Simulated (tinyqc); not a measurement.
# Strained Delta valleys, repopulation and conductivity mass: effect of the temperature

A cubic crystal with three pairs of conduction valleys along x, y and z under uniaxial stress X along [100] (X > 0 is tension); current along [010]. Non-degenerate electrons, fixed total density, one relaxation time for all valleys and stresses, masses unchanged by strain, so the mobility goes as the mean inverse mass.

Stress s_ij = X a_i a_j with a the unit vector along [100]; strain e_ii = s11 s_ii + s12 (s_jj + s_kk), e_ij = s44 s_ij/2. Valley shift dE = Xu (n.e.n - trace(e)/3) with n the valley axis; share f proportional to exp(-dE/Vt). Inverse mass along the current d = [010]: (n.d)^2/ml + (1 - (n.d)^2)/mt; mu/mu0 = sum f (1/m) over the plain mean of 1/m. pi is the small-stress slope -d(mu/mu0)/dX; each row is against the unstrained crystal at the same T.

Values chosen for this exercise; values close to those of silicon: compliance s11 = 7.89 1/TPa; compliance s12 = -2.1 1/TPa; compliance s44 = 12.9 1/TPa; shear deformation potential Xu = 8.94 eV; longitudinal mass ml = 0.887 m0; transverse mass mt = 0.198 m0; uniaxial stress (tension positive) X = 1900 MPa.

Constants: q = 1.602176634e-19 C, kB = 1.380649e-23 J/K, Vt = kB T/q. Results are converted to the units shown.

Result of one run:

| splitting/Vt | mu/mu0 | pi (1e-11 1/Pa) |
|---|---|---|
| 8.205 | 0.8254 | 50.29 |

Which temperature T gave this result: 120, 240, 300 or 380 K?

T = 240 K.

The whole series:

| T (K) | splitting/Vt | mu/mu0 | pi (1e-11 1/Pa) |
|---|---|---|---|
| 77 | 25.57 | 0.8253 | 156.8 |
| 120 | 16.41 | 0.8253 | 100.6 |
| 180 | 10.94 | 0.8253 | 67.06 |
| 240 | 8.205 | 0.8254 | 50.29 |
| 300 | 6.564 | 0.8257 | 40.23 |
| 380 | 5.182 | 0.8268 | 31.76 |
| 460 | 4.281 | 0.8289 | 26.24 |

The ratio mu/mu0 stays near 0.826, and pi goes as 1/T, from 157 to 26.2. In every row the stress passes 1.5 GPa, where intervalley scattering and masses change too.

tinyqc, about 0.01 s, one thread, Intel Xeon 2.30GHz (shared host): `OMP_NUM_THREADS=1 python tinyqc.py 2530057 2530058 out.jsonl`
